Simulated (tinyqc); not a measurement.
Electroplating on a thin resistive seed layer: kinetics, Wagner number and the terminal effect across a wafer: one step, computed by the program tinyqc. Command: `OMP_NUM_THREADS=1 python tinyqc.py 3120237 3120238 out.jsonl terminal walk`. One thread of a shared host (Intel(R) Xeon(R) Processor @ 2.30GHz), about 0.02 s of CPU time with the checks.

Current enters the seed at the rim. The bath is treated as a local resistance per area (no lateral flow in the liquid), two electrons per ion, molar volume 7.11 cm^3/mol, Faraday constant F = e N_A, kinematic viscosity 0.01 cm^2/s, omega = 2 pi x rpm/60; k_B T/e is in volts.

Problem. Linear estimate of the terminal effect. Linearised: with R_t = kinetic + bath resistance the current density obeys (1/r)(r i')' = i R_s/R_t, so i = A I_0(r/l), l = sqrt(R_t/R_s); with x = R/l, edge/centre = I_0(x) and edge/mean = x I_0(x)/(2 I_1(x)). Voltage drop in the seed for a uniform current: i R_s R^2/4.

Inputs (values chosen for the exercise, of the order of those for copper plating on a thin cobalt or ruthenium seed): wafer radius R = 15 cm; mean current density = 8.5 mA/cm^2; temperature T = 298 K.

kinetic resistance = 10.07045 ohm cm^2

bath resistance R_b = 195.4839 ohm cm^2

sheet resistance R_s = 1.033333 ohm/square

Give: length l; x = R/l; edge over centre, linear; edge over mean, linear; drop for uniform current.

Solution.

length l = 14.10 cm

x = R/l = 1.064

edge over centre, linear = 1.303

edge over mean, linear = 1.135

drop for uniform current = 494.1 mV
